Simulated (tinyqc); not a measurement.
Changing the eps_inf: single-oscillator infrared dielectric function of a polar cubic crystal. Computed by tinyqc, a small Python program. Command: `OMP_NUM_THREADS=1 python tinyqc.py 3001308 3001309 out.jsonl infrared sweep`. One thread of a shared host (Intel(R) Xeon(R) Processor @ 2.30GHz), about 0.01 s of CPU time with the checks.

One ion pair, charges +Z* and -Z*, in a cell of volume Omega = a^3. Frequencies omega are given as wavenumbers (1/cm); eps_s is the static dielectric constant.

Inputs (values chosen for the exercise, modelled on caesium chloride):
```
quantity            value      unit
lattice constant a   4.12  angstrom
mass M_A            132.9         u
mass M_B            35.45         u
omega_TO             99.4      1/cm
Born charge Z*       1.34         e
```

Structure: caesium chloride. Free carriers: absent.

Constants: nu for 1 eV/(angstrom^2 u) = 15.6333042 THz; 1 THz = 33.35640952 1/cm; e^2/(4 pi eps_0) = 14.39964548 eV angstrom.

Method. mu = M_A M_B/(M_A + M_B); ionic plasma term W^2 = 4 pi Z*^2 (e^2/(4 pi eps_0))/(Omega mu) in eV/(angstrom^2 u), turned into 1/cm by W = 15.6333042 x 33.35640952 x sqrt(W^2); omega_LO^2 = omega_TO^2 + W^2/eps_inf; eps_s = eps_inf + W^2/omega_TO^2; Szigeti charge 3 Z*/(eps_inf + 2); longitudinal (Callen) charge Z*/eps_inf.

One run for each value:
```
eps_inf  omega_LO (1/cm)  eps_s  Szigeti charge (e)  Callen charge (e)
1.8                187.0   6.37               1.058             0.7444
2.7                163.1   7.27               0.855             0.4963
4.0                145.5   8.57               0.670             0.3350
6.0                131.9  10.57               0.502             0.2233
9.0                122.1  13.57               0.365             0.1489
13.0               115.6  17.57               0.268             0.1031
20.0               110.2  24.57               0.183             0.0670
30.0               106.7  34.57               0.126             0.0447
```

Over the rows, omega_LO (1/cm) falls from 187 to 107 (exponent d ln y / d ln x -0.34 between the first rows and -0.079 between the last); eps_s rises from 6.37 to 34.6 (exponent d ln y / d ln x 0.33 between the first rows and 0.84 between the last); Szigeti charge (e) falls from 1.06 to 0.126 (exponent d ln y / d ln x -0.52 between the first rows and -0.92 between the last). Electronic screening divides omega_LO^2 - omega_TO^2 by eps_inf, while the ionic part of eps_s does not depend on it.
